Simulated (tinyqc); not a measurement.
Comparisons within one model: model-solid line-up of a strained alloy layer on a substrate. A value that a table varies takes the place of the one given here.

All values of the alloy are linear in x but the gap, Eg(x) = (1 - x) Eg_A + x Eg_B - C x (1 - x), and the valence edge, Ev(x) = (1 - x) Ev_A + x Ev_B + fv C x (1 - x); Ec = Ev + Eg. Ev is the top of the unstrained valence band on a scale common to all materials. In the layer only the Gamma valley of the conduction band is followed, also where an X or L valley would lie lower.

Coherent growth on a (001) face: e_par = (a_s - a)/a, e_perp = -2 (C12/C11) e_par; exx = eyy = e_par, ezz = e_perp, no shear.

Strained edges: Ec + ac tr(e); the valence edges are Ev plus the levels of the 6 x 6 matrix of X, Y, Z times spin with -Dso/3 + l exx + m (eyy + ezz) on the diagonal (cyclic), n exy off it, l = av + 2 b, m = av - b, n = sqrt(3) d. Spin-orbit term (Dso/3) L.sigma on X, Y, Z with (L_k)_ij = -i epsilon_kij: <X+|H|Y+> = -i Dso/3, <X+|H|Z-> = Dso/3, <Y+|H|Z-> = -i Dso/3, <Z+|H|X-> = -Dso/3, <Z+|H|Y-> = i Dso/3, <X-|H|Y-> = i Dso/3, and their conjugates; + and - are the spin along z.

dEc = Ec(substrate) - Ec(layer), dEv = Ev(layer) - Ev(substrate); positive values confine the carrier in the layer. Type I: both of one sign; type II: opposite signs; type III: the gaps do not overlap.

Coherent growth: e_par = (a_s - a)/a. (001): e_perp = -2 (C12/C11) e_par; exx = eyy = e_par, ezz = e_perp, no shear. (111): e_perp = -(2 C11 + 4 C12 - 4 C44)/(C11 + 2 C12 + 4 C44) e_par; exx = eyy = ezz = (2 e_par + e_perp)/3 and exy = eyz = ezx = (e_perp - e_par)/3. (110): e_perp = -(C11 + 3 C12 - 2 C44)/(C11 + C12 + 2 C44) e_par; exx = eyy = (e_par + e_perp)/2, ezz = e_par, exy = (e_perp - e_par)/2, eyz = ezx = 0.

Parameters, chosen for this exercise (A near InP, B near GaP, substrate near Ge; not measured data):

| symbol | value | unit | meaning |
|---|---|---|---|
| a | (5.876, 5.452) | angstrom | lattice constant of A, B |
| Eg | (1.437, 2.916) | eV | gap at Gamma to the s-like level of A, B |
| Dso | (0.108, 0.079) | eV | spin-orbit splitting of A, B |
| Ev | (-0.93, -1.26) | eV | top of the unstrained valence band of A, B |
| ac | (-5.99, -8.28) | eV | conduction deformation potential of A, B |
| av | (0.59, 1.7) | eV | valence hydrostatic potential of A, B |
| b | (-2, -1.58) | eV | tetragonal shear potential of A, B |
| d | (-5.05, -4.56) | eV | trigonal shear potential of A, B |
| C11 | (101.5, 139.9) | GPa | of A, B |
| C12 | (56.8, 62) | GPa | of A, B |
| C44 | (46.1, 70.4) | GPa | of A, B |
| C | 0.668 | eV | bowing of the gap |
| fv | 0.2 |  | share of the bowing taken by the valence edge |
| a_s | 5.662 | angstrom | substrate |
| Eg_s | 0.747 | eV | lowest gap of the substrate |
| Ev_s | -0.35 | eV | substrate valence edge |
| face | 001 |  | growth face |
| x | 0.25 |  | fraction of B |

## Composition against offsets

Each composition is strained to the same substrate.

Results:

| x | e_par (%) | relaxed gap (eV) | strained gap (eV) | valence splitting (meV) | dEc (eV) | dEv (eV) | type |
|---|---|---|---|---|---|---|---|
| 0.10 | -2.94 | 1.525 | 1.590 | 63 | -0.344 | -0.499 | I |
| 0.21 | -2.16 | 1.637 | 1.700 | 58 | -0.394 | -0.559 | I |
| 0.33 | -1.29 | 1.777 | 1.826 | 49 | -0.456 | -0.623 | I |
| 0.44 | -0.48 | 1.923 | 1.945 | 28 | -0.518 | -0.680 | I |
| 0.55 | 0.34 | 2.085 | 2.041 | 26 | -0.584 | -0.710 | I |
| 0.66 | 1.18 | 2.263 | 2.094 | 100 | -0.656 | -0.691 | I |
| 0.78 | 2.10 | 2.476 | 2.153 | 182 | -0.739 | -0.668 | I |
| 0.89 | 2.97 | 2.688 | 2.214 | 254 | -0.819 | -0.648 | I |

The alloy matches the substrate at x = 0.505, where the top valence edge changes its character and the splitting passes through zero. The strained gap runs from 1.590 to 2.214 eV, against 1.525 to 2.688 eV for the relaxed alloy: strain takes back part of the change that the composition makes. Strains above 2 % can be kept only in layers of a few nanometres. The line-up is type I throughout, with the layer as the barrier. Where the alloy is indirect its X or L edge, left out, lies lower and sets the real gap and dEc.

## The same layer on three faces

Composition and substrate are kept.

Results:

| face | e_perp (%) | tr(e) (%) | shift of Ec (meV) | shift of Ev (meV) | valence splitting (meV) | gap (eV) |
|---|---|---|---|---|---|---|
| (001) | 1.958 | -1.786 | 117.2 | 57.1 | 55.6 | 1.7416 |
| (111) | 1.056 | -2.688 | 176.4 | 60.0 | 57.2 | 1.7979 |
| (110) | 1.239 | -2.505 | 164.4 | 66.8 | 71.6 | 1.7791 |

The layer yields most along the normal on (001) and least on (111), so the volume change, and with it the shift of Ec, is largest on (111). The valence splitting, set by b on (001), by d on (111) and by both on (110), is largest on (110). The gaps span 56 meV, from (001) to (111).

## What each parameter does

Strained gap, valence splitting and offsets. Each row changes one parameter from the base and keeps the others.

Results:

| case | gap (eV) | splitting (meV) | dEc (eV) | dEv (eV) |
|---|---|---|---|---|
| base | 1.7416 | 55.6 | -0.4142 | -0.5804 |
| x = 0.23 | 1.7210 | 56.8 | -0.4042 | -0.5697 |
| a_s = 5.642 angstrom | 1.7528 | 57.5 | -0.4359 | -0.5698 |
| C = 0.768 eV | 1.7229 | 55.6 | -0.3992 | -0.5766 |
| fv = 0.4 | 1.7416 | 55.6 | -0.4393 | -0.5553 |
| Ev_s = -0.3 eV | 1.7416 | 55.6 | -0.3642 | -0.6304 |
| b = (-2.3, -1.817) eV | 1.7307 | 57.2 | -0.4142 | -0.5695 |
| av = (0.678, 1.955) eV | 1.7439 | 55.6 | -0.4142 | -0.5827 |
| ac = (-6.888, -9.522) eV | 1.7592 | 55.6 | -0.4318 | -0.5804 |

The largest shifts from the base row, up to three for each result and ties (the steps differ in size, so this ranks the rows, not the parameters). gap (eV): x -0.0207, C -0.0188, ac +0.0176; unchanged at the printed digits by fv and Ev_s. splitting (meV): a_s +1.9, b +1.6, x +1.2; unchanged at the printed digits by C, fv, Ev_s, av and ac. dEc (eV): Ev_s +0.0500, fv -0.0251, a_s -0.0217; unchanged at the printed digits by b and av. dEv (eV): Ev_s -0.0500, fv +0.0251, b +0.0109; unchanged at the printed digits by ac.

(tinyqc, `OMP_NUM_THREADS=1 python tinyqc.py 1051025 1051026 out.jsonl`, Intel(R) Xeon(R) Processor @ 2.30GHz, 1 thread, shared host, about 0.01 s.)
